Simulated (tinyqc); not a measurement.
Free and nearly free electrons in a metal: sweeps and comparisons. A value that a table varies takes the place of the one given here.

The cubic cell holds 2 atoms: n = 2 z/a^3, kF = (3 pi^2 n)^(1/3), EF = c kF^2/m, vF = 2 c kF/(m hbar), c = hbar^2/2m0; rs = (3/(4 pi n))^(1/3)/a0; D(EF) = 3 n/(2 EF).

Two plane waves k and k - G, G = (110) (2 pi/a): H = [[c k^2/m, V], [V, c (k - G)^2/m]] with c = hbar^2/2m0.

Square wire of width w with grain size w: rho/rho0 = 1/(1 - 3 al/2 + 3 al^2 - 3 al^3 ln(1 + 1/al)) + (3/4) (1 - p) l/w, with al = (l/w) Rg/(1 - Rg) (Mayadas-Shatzkes plus the thick-wire form of Fuchs-Sondheimer); l = hbar kF/(n e^2 rho), e = 1.602176634e-19 C.

Constants: hbar^2/2m0 = 3.80998211 eV angstrom^2; hbar = 6.58211957e-16 eV s; a0 (Bohr radius) = 0.5291772105 angstrom.

Values chosen for the exercise (near those of K; the results hold for these values, not for the real material):
- a = 5.214 angstrom (bcc lattice constant)
- z = 1 (free electrons an atom)
- m = 1.19 m0 (mass)
- rho = 7.24 micro-ohm cm (bulk resistivity)
- p = 0 (specularity of the surfaces)
- Rg = 0.23 (reflection at grain boundaries)
- w = 30 nm (wire width)

## When the Fermi surface touches the face

On the face the lower band is E = c (G^2/4 + q^2)/m - V, q along the face. EF is held at its free value. A neck opens where EF > c G^2/(4m) - V, with radius q; the second band fills where EF > c G^2/(4m) + V.

Necks:
```
V (eV)  lower band at the face centre (eV)  neck radius (1/angstrom)  radius/kF
0.2                                  2.125                         -          -
0.5                                  1.825                         -          -
0.8                                  1.525                    0.2875      0.385
1.1                                  1.225                    0.4199      0.562
1.4                                  0.925                    0.5196      0.695
1.8                                  0.525                    0.6285      0.841
2.2                                  0.125                    0.7210      0.965
2.6                                 -0.275                    0.8030      1.074
```

EF = 1.789 eV
c G^2/(4m) = 2.325 eV

How do the results move?

Contact needs V > 0.535 eV. It is first met at V = 0.8 eV of those listed, and the radius then grows as the square root of the excess, to 1.074 kF at 2.6 eV. EF is held at its free value here; a count of states lowers it as V grows, strongly for V of an eV or more, so the threshold is a lower bound, the radii are upper bounds, and some necks may vanish.

## Resistivity of narrow wires

Wires:
```
w (nm)     al  grain term (factor - 1)  surface term  rho (micro-ohm cm)
200     0.045                    0.066         0.113                8.54
100     0.090                    0.131         0.225                9.82
50      0.180                    0.258         0.451               12.38
30      0.299                    0.425         0.752               15.76
20      0.449                    0.631         1.127               19.97
14      0.641                    0.893         1.611               25.37
10      0.898                    1.240         2.255               32.54
7       1.283                    1.758         3.221               43.29
```

l = 30.06 nm

How do the results move?

At 7 nm the resistivity is 5.98 times the bulk value; surfaces add more (1.76 from grains, 3.22 from surfaces). It passes twice the bulk value between 50 and 30 nm. The surface formula is meant for w above l = 30 nm, so the rows below that are rough.

## What sets the wire resistivity

All results formed anew. Each row changes one parameter from the base and keeps the others.

Results:
```
case                      EF (eV)  l (nm)  wire rho (micro-ohm cm)
base                        1.789   30.06                   15.760
a = 5.37 angstrom           1.687   31.89                   16.272
m = 1.428 m0                1.491   30.06                   15.760
rho = 8.688 micro-ohm cm    1.789   25.05                   17.222
p = 0.3                     1.789   30.06                   14.127
Rg = 0.161                  1.789   30.06                   14.681
w = 21 nm                   1.789   30.06                   19.370
```

What can be read from the table?

The largest shifts from the base row, up to three for each result and ties (the steps differ in size, so this ranks the rows, not the parameters). EF (eV): m -0.298, a -0.102; unchanged at the printed digits by rho, p, Rg and w. l (nm): rho -5.01, a +1.83; unchanged at the printed digits by m, p, Rg and w. wire rho (micro-ohm cm): w +3.610, p -1.632, rho +1.463; unchanged at the printed digits by m. The mass drops out of l at given rho, because vF falls and tau rises by the same factor.

(tinyqc, `OMP_NUM_THREADS=1 python tinyqc.py 1681179 1681180 out.jsonl`, Intel(R) Xeon(R) Processor @ 2.30GHz, 1 thread, shared host, about 0.01 s.)
